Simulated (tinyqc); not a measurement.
## Undoped symmetric double-gate MOSFET, analytic potential model: effect of the temperature

An undoped body of thickness ts between two equal insulators and tied gates; long channel, electrons only, n = ni exp((psi - V)/Vt) with V the quasi-Fermi potential (0 at the source, Vd at the drain), constant mobility, no quantisation. Across the body psi(x) = V - 2 Vt ln[(ts/(2 beta)) sqrt(q ni/(2 eps0 eps_r Vt)) cos(2 beta x/ts)], x from the centre. Q is the electron charge per area of the whole body.

Nc and Nv are given at 300 K and scale as (T/300 K)^1.5; Eg and mu are held fixed. ni = sqrt(Nc Nv) exp(-Eg/(2 Vt)), Eg in volts; r = eps_r tox/(eox ts); V0 = dphi + 2 Vt ln[(2/ts) sqrt(2 eps0 eps_r Vt/(q ni))]. beta (between 0 and pi/2) solves (Vg - V0 - V)/(2 Vt) = ln(beta) - ln(cos beta) + 2 r beta tan(beta). Q = 8 eps0 eps_r Vt beta tan(beta)/ts; I = mu (1/L)(4 eps0 eps_r/ts)(2 Vt)^2 [g(beta_s) - g(beta_d)] per width, g = beta tan(beta) - beta^2/2 + r beta^2 tan^2(beta), with beta_s at V = 0 and beta_d at V = Vd.  I(low) is taken at Vg = -0.01 V, Qs and I(high) at Vg = 0.74 V.

Parameters, values chosen for the exercise; material values those of a made-up semiconductor:
- Eg = 0.966 eV (band gap)
- eps_r = 13.9 (relative permittivity of the semiconductor)
- Nc = 2.35e19 cm^-3 (conduction-band density of states at the reference temperature)
- Nv = 3.44e19 cm^-3 (valence-band density of states at the reference temperature)
- eox = 9.04 (relative permittivity of the gate insulator)
- tox = 4.4 nm (insulator thickness)
- ts = 8 nm (body thickness)
- dphi = -0.18 V (gate work function less that of the intrinsic body)
- mu = 160 cm^2/(V s) (channel mobility)
- L = 0.2 um (gate length)
- Vd = 0.3 V (drain voltage)

Constants: q = 1.602176634e-19 C, kB = 1.380649e-23 J/K, Vt = kB T/q, eps0 = 8.8541878128e-14 F/cm where lengths are in cm. Results are converted to the units shown.

Results:

| T (K) | V0 (V) | I(low) (nA/um) | Qs(high) (nC/cm^2) | I(high) (uA/um) |
|---|---|---|---|---|
| 220 | 0.25971 | 0.0023454 | 1488.7 | 239.94 |
| 250 | 0.25243 | 0.023412 | 1498.2 | 243.53 |
| 280 | 0.24500 | 0.14741 | 1509.7 | 247.52 |
| 310 | 0.23742 | 0.66705 | 1523.1 | 251.85 |
| 340 | 0.22973 | 2.3619 | 1538.1 | 256.45 |
| 370 | 0.22191 | 6.9323 | 1554.4 | 261.30 |
| 430 | 0.20598 | 39.526 | 1590.3 | 271.60 |

Estimate the missing row, T = 400 K.

Computed row:

| T (K) | V0 (V) | I(low) (nA/um) | Qs(high) (nC/cm^2) | I(high) (uA/um) |
|---|---|---|---|---|
| 400 | 0.21399 | 17.560 | 1571.8 | 266.36 |

With this row back in the table: As T goes from 220 to 430 K, I(low) rises from 0.00235 to 39.5 nA/um and I(high) rises from 240 to 272 uA/um. V0 falls from 0.260 to 0.206 V. In every row the surface density at the source at the higher gate voltage passes 0.3 Nc, where Boltzmann statistics fail. In every row the mobility is held fixed, though a real one changes with T.

tinyqc, about 0.01 s, one thread, Intel Xeon 2.30GHz (shared host): `OMP_NUM_THREADS=1 python tinyqc.py 2440033 2440034 out.jsonl`
